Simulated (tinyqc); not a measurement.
# Disorder broadening of a semi-elliptic band in the self-consistent Born approximation: what changes with what

The local Green function is G = g0(z - Sigma) with z = E + i eta and g0(z) = (z - sqrt(z - 2t) sqrt(z + 2t))/(2 t^2), principal roots; the self-energy is Sigma = D G. The density of states is -Im G/pi.

Inputs (values chosen for the exercise):
- t = 1.4 eV (hopping)
- D = 0.15 eV^2 (variance of the random site energy)
- eta = 0.014 eV (bare broadening)
- E = -0.457 eV (energy from the band centre)

Each table varies one quantity; the others keep the values above.

## Density of states across the band

Sigma is iterated to self-consistency (retarded branch, Im Sigma < 0); first Born means Sigma = D g0(z) put once into G = g0(z - Sigma); clean means Sigma = 0. Closed form: G = (z - sqrt(z^2 - 4 (t^2 + D)))/(2 (t^2 + D)) with the root that gives Im G < 0; for eta -> 0 a semi-ellipse of half-width 2 sqrt(t^2 + D).

Results:
```
E (eV)	Re Sigma (eV)	Im Sigma (eV)	DOS, self-consistent (1/eV)	DOS, first Born (1/eV)	DOS, clean (1/eV)
0	0	-0.1028	0.2181	0.2178	0.2262
0.349	0.01234	-0.1020	0.2165	0.2162	0.2245
0.697	0.02465	-0.09975	0.2117	0.2114	0.2191
1.046	0.03699	-0.09584	0.2034	0.2032	0.2098
1.394	0.04928	-0.09010	0.1912	0.1912	0.1961
1.743	0.06158	-0.08212	0.1743	0.1745	0.1768
2.092	0.07384	-0.07116	0.1510	0.1515	0.1500
2.44	0.08596	-0.05556	0.1179	0.1189	0.1104
2.789	0.09743	-0.02847	0.06041	0.06220	0.02192
3.486	0.05542	-4.027e-4	8.545e-4	8.504e-4	7.715e-4
```

Estimate the missing row, E = 3.138 eV.

Computed row:
```
E (eV)	Re Sigma (eV)	Im Sigma (eV)	DOS, self-consistent (1/eV)	DOS, first Born (1/eV)	DOS, clean (1/eV)
3.138	0.06936	-8.183e-4	0.001736	0.001701	0.001381
```

With this row back in the table: The self-consistent density of states falls from 0.218 to 8.55e-4 1/eV. The clean band ends at 2t = 2.80 eV; in the rows beyond it the self-consistent and clean values are of the same size. By ratio, first Born differs most at E = 2.789 eV, where it is 3.0 % above the self-consistent value.

## Effect of the mixing

G = g0(z - Sigma), Sigma(out) = D G, Sigma(new) = Sigma + mix (Sigma(out) - Sigma). Iterations from Sigma = 0 until |Sigma(out) - Sigma| < 1e-10 eV, at most 500. The factor is |1 - mix + mix L|, L = d Sigma(out)/d Sigma at the solution.

Effect of the mixing:
```
mix	iterations	factor
0.1	191	0.8963
0.2	91	0.7927
0.3	57	0.6890
0.5	30	0.4817
0.7	18	0.2744
0.85	11	0.1190
1	8	0.03713
```

Read the table: what changes, and by how much?

L = -0.0366+0.006i. The fewest iterations, 8, come at mix = 1; the smallest factor, 0.0371, is at mix = 1. As a function of mix the factor has its minimum at Re(1 - L)/|1 - L|^2 = 0.965, so the damped rows are slower.

Range of the model: The self-consistent Born approximation misses band tails from rare fluctuations and localisation.

tinyqc, about 0.01 s, one thread, Intel Xeon 2.30GHz (shared host): `OMP_NUM_THREADS=1 python tinyqc.py 2720104 2720105 out.jsonl`
